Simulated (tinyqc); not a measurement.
From results back to parameters: linear model of a band gap against the share of exact exchange. Two cases, with inputs chosen for the exercise.

Problem. Gap and optical dielectric constant were computed at two shares alpha. They follow E = E0 + S alpha and eps = 1 + (e0 - 1)(EP/(EP + S alpha))^2.

Case 1.

Values chosen (out of a larger set: of the order of those of SiC; not measured data): al12 = (0.15, 0.35) (two shares of exact exchange).

gaps (eV): 3.27250  4.58250

eps: 6.550500  5.897441

Case 2.

Values chosen (out of a larger set: of the order of those of SiC; not measured data): al12 = (0.1, 0.15) (two shares of exact exchange).

gaps (eV): 2.83100  3.16150

eps: 6.689517  6.486870

Find: S; E0; EP; e0.

Solution. The two gaps give S and E0. With q = sqrt((eps1 - 1)/(eps2 - 1)) = (EP + S alpha2)/(EP + S alpha1), EP = S (alpha2 - q alpha1)/(q - 1); e0 follows from either eps.

Case 1.

S = 6.55 eV
E0 = 2.29 eV
EP = 19.3 eV
e0 = 7.13

Case 2.

S = 6.61 eV
E0 = 2.17 eV
EP = 17.4 eV
e0 = 7.13

Computed by tinyqc, one run a case: `OMP_NUM_THREADS=1 python tinyqc.py N N+1 out.jsonl` with N = 1850995, 1851006; one thread of a shared Intel(R) Xeon(R) Processor @ 2.30GHz, about 0.01 s a run at most.
